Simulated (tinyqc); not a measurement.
# Reverse leakage of an n+-p junction: diffusion, generation, trap-assisted and band-to-band tunnelling: two studies

One-sided abrupt junction in the depletion approximation, x from the junction (0) to W on the p side, field F = F0 (1 - x/W). Flat quasi-Fermi levels, long p side. Traps generate through SRH with both lifetimes shortened by 1 + Gamma (Hurkx enhancement, form for moderate fields); band-to-band generation is local and needs a total bending above Eg.

Values chosen for this exercise; band and dielectric values close to those of silicon:
- T = 358 K (temperature)
- Eg = 1.1 eV (band gap)
- eps_r = 11.8 (relative permittivity)
- Nc = 3.61e19 cm^-3 (conduction-band density of states at T)
- Nv = 3.44e19 cm^-3 (valence-band density of states at T)
- Na = 1.6e16 cm^-3 (acceptor density of the lighter side)
- Nd = 1e20 cm^-3 (donor density of the heavier side)
- tau = 7e-8 s (SRH lifetime of both carriers at zero field)
- Et = -0.14 eV (trap level above the intrinsic level)
- mt = 0.23 m0 (tunnelling mass)
- Dn = 5.6 cm^2/s (electron diffusion coefficient on the lighter side)
- Ab = 6.6e14 cm^-0.5 V^-2.5 s^-1 (band-to-band prefactor)
- Bb = 1.89e7 V/cm (band-to-band field constant)
- VR = 1.7 V (reverse bias)

Constants: q = 1.602176634e-19 C, kB = 1.380649e-23 J/K, hbar = 1.054571817e-34 J s, m0 = 9.1093837015e-31 kg, Vt = kB T/q, eps0 = 8.8541878128e-14 F/cm where lengths are in cm. Results are converted to the units shown.

Each table varies one quantity; the others keep the values above.

## Leakage components against the reverse bias

ni = sqrt(Nc Nv) exp(-Eg/(2 Vt)), Eg in volts; Vbi = Vt ln(Na Nd/ni^2); W = sqrt(2 eps0 eps_r (Vbi + VR)/(q Na)); F0 = 2 (Vbi + VR)/W; FG = sqrt(24 mt m0 (kB T)^3)/(q hbar); J_diff = q ni^2 sqrt(Dn/tau)(1 - exp(-VR/Vt))/Na. u = (Vbi + VR)(1 - x/W)^2, p = Na exp(-u/Vt), n = Nd exp((u - Vbi - VR)/Vt); G0 = ni^2 (1 - exp(-VR/Vt))/(tau (n + p + 2 ni cosh(Et/Vt))); Gamma = 2 sqrt(3 pi)(F/FG) exp((F/FG)^2); trap-assisted part G0 Gamma; G_bb = Ab F^2.5 exp(-Bb/F) with F in V/cm, zero unless Vbi + VR > Eg. Currents are q times the integrals over 0 to W; J_bb under 1e-8 of J is printed as 0; rows with F0/FG above 2.2, beyond the range of this Gamma, are left out.

The same in every row: J_bb (A/cm^2) = 0.

Leakage components against the reverse bias:
```
VR (V)  F0 (kV/cm)  F0/FG  J_diff (A/cm^2)  J_SRH (A/cm^2)  J_TAT (A/cm^2)  J (A/cm^2)              largest part
0.2           73.3  0.159          3.63e-8         1.77e-7         1.00e-7     3.14e-7            SRH generation
1             96.4  0.209          3.64e-8         3.55e-7         2.71e-7     6.62e-7            SRH generation
1.8            115  0.249          3.64e-8         4.86e-7         4.44e-7     9.67e-7            SRH generation
2.6            131  0.284          3.64e-8         5.96e-7         6.21e-7     1.25e-6  trap-assisted tunnelling
3.4            145  0.315          3.64e-8         6.92e-7         8.01e-7     1.53e-6  trap-assisted tunnelling
4.2            158  0.343          3.64e-8         7.78e-7         9.84e-7     1.80e-6  trap-assisted tunnelling
5              170  0.369          3.64e-8         8.58e-7         1.17e-6     2.06e-6  trap-assisted tunnelling
5.8            181  0.393          3.64e-8         9.31e-7         1.36e-6     2.33e-6  trap-assisted tunnelling
6.6            192  0.416          3.64e-8         1.00e-6         1.55e-6     2.59e-6  trap-assisted tunnelling
```

J rises from 3.14e-7 to 2.59e-6 A/cm^2. SRH generation leads at VR = 0.2, trap-assisted tunnelling from 2.6 on. The ratio J_TAT/J_SRH goes from 0.567 to 1.55 as F0/FG goes from 0.159 to 0.416.

## Leakage components against the trap level above the intrinsic level

Same model as above.

The same in every row: F0 (kV/cm) = 113; F0/FG = 0.245; J_diff (A/cm^2) = 3.64e-8; J_bb (A/cm^2) = 0.

Result of one run:
```
Et (eV)  J_SRH (A/cm^2)  J_TAT (A/cm^2)  J (A/cm^2)  largest part
-0.3            3.49e-9         2.73e-9     4.26e-8     diffusion
```

What becomes of these results when the trap level above the intrinsic level Et is changed from -0.3 to 0.3 eV, all else the same?

Result of the changed run:
```
Et (eV)  J_SRH (A/cm^2)  J_TAT (A/cm^2)  J (A/cm^2)  largest part
0.3             3.49e-9         2.73e-9     4.26e-8     diffusion
```

The whole series:
```
Et (eV)  J_SRH (A/cm^2)  J_TAT (A/cm^2)  J (A/cm^2)    largest part
-0.3            3.49e-9         2.73e-9     4.26e-8       diffusion
-0.2            7.42e-8         6.40e-8     1.75e-7  SRH generation
-0.1            1.62e-6         1.48e-6     3.14e-6  SRH generation
0               1.85e-5         1.74e-5     3.59e-5  SRH generation
0.1             1.62e-6         1.48e-6     3.14e-6  SRH generation
0.2             7.42e-8         6.40e-8     1.75e-7  SRH generation
0.3             3.49e-9         2.73e-9     4.26e-8       diffusion
```

J goes from 4.26e-8 through a maximum of 3.59e-5 (at Et = 0 among the rows listed) to 4.26e-8 A/cm^2. Diffusion leads at Et = -0.3, SRH generation from -0.2, diffusion from 0.3 on.

Range of the model: The n+ side is degenerate, so Vbi from Boltzmann statistics is only a guide.

Program tinyqc, `OMP_NUM_THREADS=1 python tinyqc.py 2290035 2290036 out.jsonl`; Intel Xeon 2.30GHz, shared host, one thread, about 0.01 s.
